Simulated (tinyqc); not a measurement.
# Gated two-dimensional channel with two bands, quantum capacitance: effects of single changes

phi is the Fermi level above the lowest band edge, in volts; Vg is counted from the gate voltage at which an empty channel would have phi = 0. The channel has no thickness; trap charge is -q Dit phi.

Parameters, values chosen for the exercise; lowest band close to that of monolayer WS2:
- T = 77 K (temperature)
- eox = 3.9 (relative permittivity of the gate insulator (close to silicon dioxide))
- tox = 12 nm (insulator thickness)
- md = 0.327 m0 (in-plane mass)
- gv = 2 (valley degeneracy)
- m2 = 0.47 m0 (in-plane mass of a second band, chosen freely)
- g2 = 2 (valley degeneracy of that band, chosen freely)
- E2 = 0.18 eV (second band edge above the first)
- Dit = 0 cm^-2 eV^-1 (density of traps)
- Vg = 0.16 V (gate voltage)

Constants: q = 1.602176634e-19 C, kB = 1.380649e-23 J/K, hbar = 1.054571817e-34 J s, m0 = 9.1093837015e-31 kg, Vt = kB T/q, eps0 = 8.8541878128e-14 F/cm where lengths are in cm. Results are converted to the units shown.

Each table varies one quantity; the others keep the values above.

## Effect of the gate voltage

D1 = gv md m0 q/(pi hbar^2), D2 = g2 m2 m0 q/(pi hbar^2) per eV; n1 = D1 Vt ln(1 + exp(phi/Vt)), n2 = D2 Vt ln(1 + exp((phi - E2)/Vt)), n = n1 + n2; Cq = q dn/dphi = q [D1/(1 + exp(-phi/Vt)) + D2/(1 + exp((E2 - phi)/Vt))]. Cox = eps0 eox/tox; Vg = phi + q (n + Dit phi)/Cox. 1/C_G = 1/Cox + 1/(Cq + q Dit); dphi/dVg = Cox/(Cox + Cq + q Dit).

The same in every row: Cox (uF/cm^2) = 0.2878.

Effect of the gate voltage:
```
Vg (V)	phi (V)	n (cm^-2)	Cq (uF/cm^2)	C_G (uF/cm^2)	dphi/dVg	share of the second band (%)
-0.2	-0.2000	0.1472	3.555e-12	3.555e-12	1.000	2.378e-10
0	-0.02457	4.413e10	1.053	0.2260	0.2147	2.407e-10
0.2	-0.009724	3.767e11	8.213	0.2780	0.03385	2.643e-10
0.4	-0.004689	7.268e11	14.46	0.2821	0.01951	2.926e-10
0.6	-0.001361	1.080e12	19.65	0.2836	0.01443	3.251e-10
0.8	0.001246	1.435e12	23.93	0.2843	0.01188	3.626e-10
1	0.003459	1.790e12	27.46	0.2848	0.01037	4.057e-10
1.2	0.005428	2.146e12	30.37	0.2851	0.009387	4.553e-10
1.4	0.007233	2.501e12	32.76	0.2853	0.008708	5.127e-10
1.6	0.008924	2.858e12	34.72	0.2854	0.008219	5.790e-10
```

As Vg goes from -0.2 to 1.6, Cq rises from 3.56e-12 to 34.7 uF/cm^2, C_G/Cox rises from 1.24e-11 to 0.992 and n rises from 0.147 to 2.86e12 cm^-2. Cq is below Cox for Vg = -0.2; there the density of states limits the response dn/dVg more than the insulator does.

## Effect of the in-plane mass

Same model as above.

The same in every row: Cox (uF/cm^2) = 0.2878.

Results:
```
md (m0)	phi (V)	n (cm^-2)	Cq (uF/cm^2)	C_G (uF/cm^2)	dphi/dVg	share of the second band (%)
0.02	0.01493	2.606e11	2.422	0.2572	0.1062	1.570e-8
0.034	0.007847	2.733e11	3.483	0.2658	0.07631	5.147e-9
0.057	0.002459	2.830e11	4.514	0.2705	0.05993	2.207e-9
0.097	-0.002189	2.913e11	5.431	0.2733	0.05032	1.064e-9
0.28	-0.01012	3.055e11	6.697	0.2759	0.04120	3.070e-10
0.47	-0.01368	3.119e11	7.099	0.2766	0.03896	1.758e-10
0.8	-0.01724	3.183e11	7.417	0.2770	0.03735	1.008e-10
```

Estimate the missing row, md = 0.16 m0.

Computed row:
```
md (m0)	phi (V)	n (cm^-2)	Cq (uF/cm^2)	C_G (uF/cm^2)	dphi/dVg	share of the second band (%)
0.16	-0.006084	2.983e11	6.117	0.2748	0.04493	5.778e-10
```

With this row back in the table: As md goes from 0.02 to 0.8, Cq rises from 2.42 to 7.42 uF/cm^2, C_G/Cox rises from 0.894 to 0.963 and n rises from 2.61e11 to 3.18e11 cm^-2. Cq exceeds Cox in every row, so the insulator is the tighter limit, though Cq still cuts C_G by up to 11 %.

Program tinyqc, `OMP_NUM_THREADS=1 python tinyqc.py 2200021 2200022 out.jsonl`; Intel Xeon 2.30GHz, shared host, one thread, about 0.01 s.
